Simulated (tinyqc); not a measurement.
Inside a calculation. Model: finite-difference solution of the diffusion equation on a small grid. Computed by tinyqc, a small Python program that keeps every step. Command: `OMP_NUM_THREADS=1 python tinyqc.py 3025426 3025427 out.jsonl fdiff walk`. One thread of a shared host (Intel(R) Xeon(R) Processor @ 2.30GHz), about 0.01 s of CPU time with the checks. Intermediate numbers are printed to about 6 digits and carried at full precision; extremes and crossings named in words are read from the listed rows.

dC/dt = D d2C/dx2 on nodes x_j = j dx, j = 0..11; the far end is sealed.

Inputs (values chosen for the exercise): diffusivity D = 3.2 nm^2/s; grid spacing dx = 50 nm; time step dt = 290 s; final time t_f = 2320 s; surface value C_s = 64 % of a reference.

Boundary at x = 0: fixed surface value. Scheme: implicit.

start values C_j, j = 0, 1, ... (% of a reference): [0, 0, 0, 0, 0, 0, 0, 0, 0, 0, 0, 0]

## Mesh ratio and operator

The operator M acts as (M C)_j = C_(j-1) - 2 C_j + C_(j+1); at the sealed far end a mirror node gives 2 C_(N-2) - 2 C_(N-1); at j = 0, C_0 is held at C_s from the start (row of zeros). r = D dt/dx^2.

mesh ratio r = 0.3712

operator M:
```
    0   1   2   3   4   5   6   7
0   0   0   0   0   0   0   0   0
1   1  -2   1   0   0   0   0   0
2   0   1  -2   1   0   0   0   0
3   0   0   1  -2   1   0   0   0
4   0   0   0   1  -2   1   0   0
5   0   0   0   0   1  -2   1   0
6   0   0   0   0   0   1  -2   1
7   0   0   0   0   0   0   1  -2
8   0   0   0   0   0   0   0   1
9   0   0   0   0   0   0   0   0
10  0   0   0   0   0   0   0   0
11  0   0   0   0   0   0   0   0

     8   9  10  11
0    0   0   0   0
1    0   0   0   0
2    0   0   0   0
3    0   0   0   0
4    0   0   0   0
5    0   0   0   0
6    0   0   0   0
7    1   0   0   0
8   -2   1   0   0
9    1  -2   1   0
10   0   1  -2   1
11   0   0   2  -2
```

## Amplification factors

The mode of M with eigenvalue mu has its amplitude multiplied per step by g = (1 + (1 - theta) r mu)/(1 - theta r mu), with theta = 0 explicit, 1 implicit, 1/2 Crank-Nicolson; the explicit scheme is stable for r up to 2/|mu_min|.

eigenvalues mu of M: [-3.97964, -3.81926, -3.51150, -3.08128, -2.56347, -2.00000, -1.43653, -0.91872, -0.48850, -0.18074, -0.02036, 0.00000]

factors g: [0.40367, 0.41361, 0.43413, 0.46647, 0.51241, 0.57392, 0.65221, 0.74570, 0.84650, 0.93713, 0.99250, 1.00000]

largest stable r of the explicit scheme = 0.502558

The smallest factor is 0.404: no mode changes sign, and all decay but one with mu = 0 where there is such a mode.

## Time step 1

C at the start (%): [64, 0, 0, 0, 0, 0, 0, 0, 0, 0, 0, 0]

With r = D dt/dx^2: (1 - theta r M) C(new) = (1 + (1 - theta) r M) C(old); theta = 0 explicit, 1 implicit, 1/2 Crank-Nicolson.

C after step 1 (%): [64.0000, 14.3168, 3.2027, 0.7164, 0.1603, 0.0359, 0.0080, 0.0018, 0.0004, 0.0001, 0.0000, 0.0000]

## Time step 2

The formulas are those given above.

C after step 2 (%): [64.0000, 23.3992, 7.2662, 2.0799, 0.5670, 0.1496, 0.0385, 0.0098, 0.0024, 0.0006, 0.0002, 0.0001]

## All steps

The run takes n = round(t_f/dt) steps of length t_f/n. The dose is the trapezoidal sum of C dx; the error is the largest difference from exp(M D t/dx^2) C(0), the exact time evolution on the same grid.

Course of the run:
```
step  t (s)      C_1      C_6  dose (% nm)  largest error
1       290  14.3168  0.00802      2522.12        2.77225
2       580  23.3992  0.03855      3275.67        2.92373
3       870  29.4645  0.10735      3916.65        2.48417
4      1160  33.7176  0.22726      4478.69        2.00495
5      1450  36.8354  0.40620      4982.87        1.60992
6      1740  39.2114  0.64703      5442.94        1.30685
7      2030  41.0833  0.94835      5868.27        1.08889
8      2320  42.5995  1.30577      6265.47        1.01400
```

C at the end (%): [64.0000, 42.5995, 25.2837, 13.5563, 6.6633, 3.0429, 1.3058, 0.5315, 0.2070, 0.0784, 0.0312, 0.0196]

largest error at t_f = 1.01400 %

final dose = 6265.47 % nm

final C_6 = 1.30577 %

The time-step error at the end is 1.0 on a scale of 64.0. The dose grows as material enters from the surface.

## The three schemes as the step is halved

Each run reaches t_f in n equal steps; errors are the largest difference from exp(M D t_f/dx^2) C(0). A dash marks unstable explicit runs.

Largest error at t_f (%):
```
steps n       r  explicit  implicit  Crank-Nicolson
4        0.7424         -   1.94097     1.61343e-01
8        0.3712   1.06763   1.01400     4.21027e-02
16       0.1856   0.53012   0.51661     1.06232e-02
32       0.0928   0.26382   0.26042     2.66187e-03
64       0.0464   0.13154   0.13069     6.65846e-04
128      0.0232   0.06567   0.06546     1.66485e-04
256      0.0116   0.03281   0.03276     4.16228e-05
```

From the last two rows, halving the step divides the error by 2.00 (explicit), 2.00 (implicit), 4.00 (Crank-Nicolson): a factor 2 marks first order in dt and 4 second order. The explicit scheme needs n of at least 6 to be stable; the other two are stable at any step.

Checks made by the program: matrix exponential against 4096 Crank-Nicolson steps (relative difference 3e-09).
